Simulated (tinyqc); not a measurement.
# Resistance of a tapered via with liner, size effect and interface: via resistance against the interface resistivity at the bottom

A round via whose diameter grows from db at the bottom as D(z) = db + 2 z/tan(ang). The fill, of diameter D - 2 tl, starts above the bottom liner (thickness fb tl) and has rho = rho0 (1 + ks lam/(D - 2 tl)); the sidewall liner conducts in parallel with it. The bottom liner and the interface are crossed over the full area pi db^2/4. Spreading in the lines above and below is left out.

Slices between z0 = fb tl and hv, evaluated at their midpoints: conductance per length pi/4 [(D - 2 tl)^2/rho + (D^2 - (D - 2 tl)^2)/rl], slice resistance = slice height over that. 2000 slices. R_fill = sum of the slices; R_bottom = rl fb tl/(pi db^2/4); R_interface = ri/(pi db^2/4); ballistic (Sharvin) limit 1/(Sb pi (db - 2 tl)^2/4); ideal cylinder rho0 hv/(pi db^2/4).

Values chosen for this exercise; fill metal close to cobalt:
- db = 48 nm (diameter at the bottom)
- hv = 180 nm (height)
- ang = 85 degrees (sidewall angle)
- rho0 = 6.08 uohm cm (bulk resistivity of the fill)
- lam = 11.9 nm (mean free path of the fill)
- ks = 1.3 (size-effect factor)
- tl = 1.5 nm (liner on the sidewall)
- fb = 1 (liner at the bottom over that on the sidewall)
- rl = 470 uohm cm (resistivity of the liner)
- Sb = 1e15 S/m^2 (ballistic conductance per area, about 3/(4 rho0 lam))

The same in every row: R_fill (ohm) = 5.067; R_bottom (ohm) = 3.896; ballistic limit (ohm) = 0.6288.

Via resistance against the interface resistivity at the bottom:

| ri (ohm cm^2) | R_interface (ohm) | R (ohm) | R over ideal cylinder | largest part |
|---|---|---|---|---|
| 2e-13 | 0.01105 | 8.974 | 1.484 | fill |
| 5e-13 | 0.02763 | 8.991 | 1.487 | fill |
| 1e-12 | 0.05526 | 9.019 | 1.491 | fill |
| 2e-12 | 0.1105 | 9.074 | 1.500 | fill |
| 6e-12 | 0.3316 | 9.295 | 1.537 | fill |
| 1e-11 | 0.5526 | 9.516 | 1.573 | fill |
| 3e-11 | 1.658 | 10.62 | 1.756 | fill |

R rises from 8.97 to 10.6 ohm. The fill is the largest part at ri = 2e-13 and in all other rows. The share of the two bottom terms goes from 43.5 to 52.3 %.

Numbers from tinyqc (`OMP_NUM_THREADS=1 python tinyqc.py 2750126 2750127 out.jsonl`; about 0.01 s on one thread of a shared Intel Xeon 2.30GHz).
